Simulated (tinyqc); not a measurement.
Junction field-effect transistor with two gates, gradual channel with velocity saturation: course of the iteration: the saturation point by Newton steps.

A uniformly doped n-type channel, depleted from both sides by p+ gates; at channel potential V the depleted share of a is u = sqrt((Vbi - Vg + V)/Vp), s at the source. Electrons drift with v = mu E/(1 + mu E/vsat). Abrupt depletion edge, no series resistance, source at 0.

a is the channel (half-)thickness, Vp its pinch-off voltage and Z = mu Vp/(vsat L); an iterate with u > 1 is an overshoot, not a physical state. f = (1 - u)(1 + Z (u^2 - s^2)) - Z F/3, F = 3 (u^2 - s^2) - 2 (u^3 - s^3); f' = -(1 + Z (u^2 - s^2)); u(new) = u - f/f'.

Stop when u changes by less than 1e-10, or after 60 iterations.

u at the start = 0.92
Z = 0.287509
s = 0.844506

Course of the iteration:
```
iteration,u,|change|
1,0.995677,0.0757
2,0.994236,1.44e-3
3,0.994235,5.51e-7
4,0.994235,8.03e-14
```

Did this iteration meet its convergence test, and what does its course show?

Yes. Converged in 4 iterations. The change falls from 0.076 in the first iteration to below the tolerance in the last.

Computed by the program tinyqc: `OMP_NUM_THREADS=1 python tinyqc.py 2500101 2500102 out.jsonl`, one thread of a shared Intel Xeon 2.30GHz, about 0.09 s for the whole run.
